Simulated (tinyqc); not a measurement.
Shockley state of an s-p chain by decimation: sweeps and comparisons. A value that a table varies takes the place of the one given here.

Each site has s at -d/2 and p at +d/2: H0 = diag(-d/2, d/2). The block to the next site on the right is H1 = [[-ts, u], [-u, tp]] (rows s, p of site n; columns s, p of site n + 1). Bulk: H(k) = [[-d/2 - 2 ts cos k, 2i u sin k], [-2i u sin k, d/2 + 2 tp cos k]]. The bands are inverted at k = pi if d < 2 (ts + tp).

Decimation (Sancho-Rubio) at z = E + i eta: start with es = e = H0, A = H1, B = H1^T. Each round forms g = (z - e)^-1 and sets es += A g B, e += A g B + B g A, A = A g A, B = B g B, doubling the length covered. Stop when all |A| < 1e-10. Surface G = (z - es)^-1, bulk G = (z - e)^-1; densities -Im tr G/pi.

Parameters, chosen for this exercise:

| symbol | value | unit | meaning |
|---|---|---|---|
| d | 1.87 | eV | Ep - Es |
| ts | 0.7 | eV | s-s hopping |
| tp | 1.01 | eV | p-p hopping |
| u | 0.51 | eV | s-p hopping |
| eta | 0.05 | eV | broadening |
| E1 | -1.19 | eV | first energy |
| dE | 0.185 | eV | step |
| E | 0.47 | eV | energy |

## Surface against bulk across the gap

Eleven energies E1 + j dE.

Densities (1/eV):

| E (eV) | surface | bulk |
|---|---|---|
| -1.190 | 0.5631 | 0.6345 |
| -1.005 | 0.3361 | 1.7073 |
| -0.820 | 0.0722 | 0.1552 |
| -0.635 | 0.0703 | 0.0545 |
| -0.450 | 0.1443 | 0.0328 |
| -0.265 | 0.9151 | 0.0270 |
| -0.080 | 1.0102 | 0.0296 |
| 0.105 | 0.1497 | 0.0459 |
| 0.290 | 0.0748 | 0.1317 |
| 0.475 | 0.1652 | 1.4843 |
| 0.660 | 0.2726 | 0.4740 |

edges of the bulk gap (201 k points) (eV): -0.9905  0.4643

Inside the gap the bulk density is only the tail of the broadening, at least 0.0270. The surface density peaks at -0.080 eV among these rows (1.010); a chain of 60 sites puts the surface level at -0.1695 eV.

## Through the band inversion

d = f 2 (ts + tp). Gap edges from 201 k points; levels in the gap from an open chain of 60 sites (their mean, and the weight on the two end sites summed over them, divided by their number); a dash: none.

Against d:

| f | d (eV) | top of lower band (eV) | bottom of upper band (eV) | levels in the gap | mean level (eV) | end weight |
|---|---|---|---|---|---|---|
| 0.10 | 0.342 | -1.0340 | 0.9378 | 2 | -0.0310 | 0.931 |
| 0.30 | 1.026 | -1.0660 | 0.7773 | 2 | -0.0930 | 0.855 |
| 0.50 | 1.710 | -1.0179 | 0.5367 | 2 | -0.1550 | 0.705 |
| 0.70 | 2.394 | -0.8230 | 0.2030 | 2 | -0.2170 | 0.479 |
| 0.85 | 2.907 | -0.5665 | -0.0535 | 2 | -0.2635 | 0.261 |
| 1.15 | 3.933 | -0.5665 | -0.0535 | 0 | - | - |
| 1.30 | 4.446 | -0.8230 | 0.2030 | 0 | - | - |
| 1.60 | 5.472 | -1.3360 | 0.7160 | 0 | - | - |

Levels in the gap appear for f = 0.1, 0.3, 0.5, 0.7 and 0.85 and for none of the other rows; the gap closes at f = 1. The level lies at -0.0310 eV for f = 0.1 and -0.2635 eV for f = 0.85, on the line E = d (ts - tp)/(2 (ts + tp)), and its end weight goes from 0.93 to 0.26: no shift of the surface potential is needed, the inversion alone binds it.

## What each parameter does

Gap edges from 201 k points between 0 and pi, and the surface density at E by decimation. Each row changes one parameter from the base and keeps the others.

Results:

| case | top of lower band (eV) | bottom of upper band (eV) | surface density (1/eV) |
|---|---|---|---|
| base | -0.9905 | 0.4643 | 0.1579 |
| d = 2.057 eV | -0.9474 | 0.3715 | 0.2058 |
| ts = 0.77 eV | -0.9600 | 0.5846 | 0.0721 |
| tp = 1.111 eV | -1.0766 | 0.4550 | 0.1821 |
| u = 0.561 eV | -1.0483 | 0.4650 | 0.1215 |
| eta = 0.1 eV | -0.9905 | 0.4643 | 0.1866 |

The largest shifts from the base row, up to three for each result and ties (the steps differ in size, so this ranks the rows, not the parameters). top of lower band (eV): tp -0.0860, u -0.0578, d +0.0432; unchanged at the printed digits by eta. bottom of upper band (eV): ts +0.1203, d -0.0928, tp -0.0093; unchanged at the printed digits by eta. surface density (1/eV): ts -0.0859, d +0.0479, u -0.0365. The base chain is inverted, so a surface state lies in the gap; E lies in the upper band.

tinyqc: `OMP_NUM_THREADS=1 python tinyqc.py 1481220 1481221 out.jsonl`; about 0.2 s, one thread, shared Intel(R) Xeon(R) Processor @ 2.30GHz.
